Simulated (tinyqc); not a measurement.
# Trap density from two Hall measurements

Problem. p-type body, charge-sheet picture, full ionisation (an idealisation for deep acceptors), Boltzmann statistics for free electrons. e = Ec - EF at the surface. psi = Eg - Vt ln(Nv/Na) - e; N_dep = sqrt(2 eps0 eps_r Na (psi - Vt)/q); n_f = sqrt(N_dep^2 + 2 eps0 eps_r Vt Nc exp(-e/Vt)/q) - N_dep; Vg = Vfb + psi + q (N_dep + n_t + n_f)/Cox, Cox = eps0 eox/tox. Find e and n_t at both points and the mean trap density between them.

Parameters, values chosen for the exercise; band and dielectric values close to those of 4H silicon carbide:
- T = 300 K (temperature)
- Eg = 3.21 eV (band gap)
- eps_r = 9.56 (relative permittivity)
- Nc = 1.73e19 cm^-3 (conduction-band density of states at T)
- Nv = 2.49e19 cm^-3 (valence-band density of states at T)
- eox = 3.9 (relative permittivity of the insulator)
- tox = 29 nm (insulator thickness)
- Na = 2.8e16 cm^-3 (acceptor density)
- Vfb = -2.31 V (flat-band voltage without trapped charge)

Constants: q = 1.602176634e-19 C, kB = 1.380649e-23 J/K, Vt = kB T/q, eps0 = 8.8541878128e-14 F/cm where lengths are in cm. Results are converted to the units shown.

Vg (V): 2.6758850  4.6326224
free sheet density from the Hall effect (cm^-2): 4.3216912e8  3.8321196e10

Solution. Each n_f fixes e; what the gate voltage holds beyond psi, N_dep and n_f is trapped; the difference quotient is the density, smeared over a few Vt.

e (eV): 0.2250  0.1080
n_t (cm^-2): 7.096e11  2.020e12
mean trap density = 1.120e13 cm^-2 eV^-1

Computed by the program tinyqc: `OMP_NUM_THREADS=1 python tinyqc.py 2222127 2222128 out.jsonl`, one thread of a shared Intel Xeon 2.30GHz, about 0.02 s for the whole run.
